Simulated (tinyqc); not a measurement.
# Worked calculation: long-channel MOSFET, surface-potential model

Computed by the program tinyqc: `OMP_NUM_THREADS=1 python tinyqc.py 2360033 2360034 out.jsonl`, one thread of a shared Intel Xeon 2.30GHz, about 0.03 s for the whole run. Printed values are rounded.

n-channel transistor on a uniformly doped p-type body, gradual-channel approximation, constant mobility, Boltzmann statistics, full ionisation. Potentials are counted from the neutral body; V is the electron quasi-Fermi potential, Vsb at the source and Vsb + Vds at the drain. Charges are magnitudes per area.

Parameters, values chosen for the exercise; material values close to those of silicon: temperature T = 300 K; band gap Eg = 1.1 eV; relative permittivity of the semiconductor eps_r = 11.8; conduction-band density of states at T Nc = 2.86e19 cm^-3; valence-band density of states at T Nv = 2.67e19 cm^-3; acceptor density of the body Na = 3.7e17 cm^-3; relative permittivity of the gate insulator eox = 7.76; insulator thickness tox = 38 nm; flat-band voltage Vfb = -0.97 V; channel mobility mu = 150 cm^2/(V s); gate width W = 10 um; gate length L = 2 um; source-body reverse bias Vsb = 0 V; gate-source voltage Vgs = 1.85 V; drain-source voltage Vds = 0.05 V.

Constants: q = 1.602176634e-19 C, kB = 1.380649e-23 J/K, Vt = kB T/q, eps0 = 8.8541878128e-14 F/cm where lengths are in cm. Results are converted to the units shown.

## Body potential, insulator capacitance and body factor

ni = sqrt(Nc Nv) exp(-Eg/(2 Vt)), Eg in volts; phiF = Vt ln(Na/ni); Cox = eps0 eox/tox; gamma = sqrt(2 q eps0 eps_r Na)/Cox. VT = Vfb + 2 phiF + gamma sqrt(2 phiF + Vsb), m = 1 + gamma/(2 sqrt(2 phiF + Vsb)).

ni = 1.59164e10 cm^-3
phiF = 0.438493 V
Cox = 0.180812 uF/cm^2
gamma = 1.94652 V^0.5
VT = 1.72986 V
m = 2.03928

## Iteration 1: surface potential at the source by Newton steps

psi at the start (the smaller of 2 phiF + Vsb + 4 Vt and the root without inversion charge) = 0.949382 V

With V = Vsb: G = psi - Vt + Vt e, e = exp((psi - 2 phiF - Vsb)/Vt); f = Vgs + Vsb - Vfb - psi - gamma sqrt(G); f' = -1 - gamma (1 + e)/(2 sqrt(G)); psi(new) = psi - f/f'.

G = 1.34883 V
f = -0.390059 V
f' = -15.6245
psi after iteration 1 = 0.924417 V

## Iteration 2: surface potential at the source by Newton steps

As before.

G = 1.06049 V
f = -0.108948 V
f' = -7.86471
psi after iteration 2 = 0.910565 V

## Course of the iteration: surface potential at the source by Newton steps

Stop when psi changes by less than 1e-10 V, or after 40 iterations.

Course of the iteration:
```
iteration,psi (V),|change| (V)
1,0.924417,0.0250
2,0.910565,0.0139
3,0.907522,3.04e-3
4,0.907412,1.10e-4
5,0.907412,1.34e-7
6,0.907412,1.99e-13
```

Converged in 6 iterations. At the end the number of correct digits about doubles with each step.

## Charges and current of the charge-sheet model

psi_0 = 0.907412 V
psi_L = 0.933002 V

psi_0 and psi_L solve Vgs + Vsb - Vfb - psi = gamma sqrt(G) at V = Vsb and Vsb + Vds. Qi = Cox gamma [sqrt(G) - sqrt(psi - Vt)], G = psi - Vt + Vt exp((psi - 2 phiF - V)/Vt), at both ends. With U = Vgs + Vsb - Vfb: drift = mu (W/L) Cox [U (psi_L - psi_0) - (psi_L^2 - psi_0^2)/2 - (2/3) gamma ((psi_L - Vt)^1.5 - (psi_0 - Vt)^1.5)]; diffusion = mu (W/L) Vt (Qi0 - QiL).

Qi0 = 15.3634 nC/cm^2
QiL = 5.97475 nC/cm^2
drift current = 0.204652 uA
diffusion current = 0.182037 uA
drain current = 0.386689 uA

Drift carries 52.9 % of the current.

## Inversion charge along the channel

```
point,V (V)
0,0
1,0.00625
2,0.0125
3,0.01875
4,0.025
5,0.03125
6,0.0375
7,0.04375
8,0.05
```

The surface potential psi at channel potential V solves Vgs + Vsb - Vfb - psi = gamma sqrt(G), G = psi - Vt + Vt exp((psi - 2 phiF - V)/Vt). Charge sheet: Qi = Cox gamma [sqrt(G) - sqrt(psi - Vt)]. Pao-Sah: Qi = (Cox gamma/2) integral from 3 Vt to psi of exp((u - 2 phiF - V)/Vt)/sqrt(G(u, V)) du.

```
point,psi (V),"Qi, charge sheet (nC/cm^2)","Qi, Pao-Sah (nC/cm^2)"
0,0.907412,15.3634,15.5968
1,0.911202,13.9685,14.1799
2,0.914847,12.6287,12.8192
3,0.918333,11.3482,11.5188
4,0.921651,10.1309,10.2828
5,0.924787,8.98118,9.11546
6,0.927731,7.90289,8.02074
7,0.930472,6.89972,7.00236
8,0.933002,5.97475,6.06343
```

At the source the charge-sheet charge is 1.5 % below the Pao-Sah one.

## Pao-Sah current by Simpson's rule

I = mu (W/L) integral of Qi dV; Simpson's rule on the 9 points, step Vds/8, weights 1, 4, 2, ..., 4, 1 times step/3.

Pao-Sah current = 0.392456 uA

Gauss-Legendre quadrature on many points gives 0.3925 uA, so this value is within 0.01 % of it; the charge-sheet current, 0.3867 uA, is 1.5 % below it.
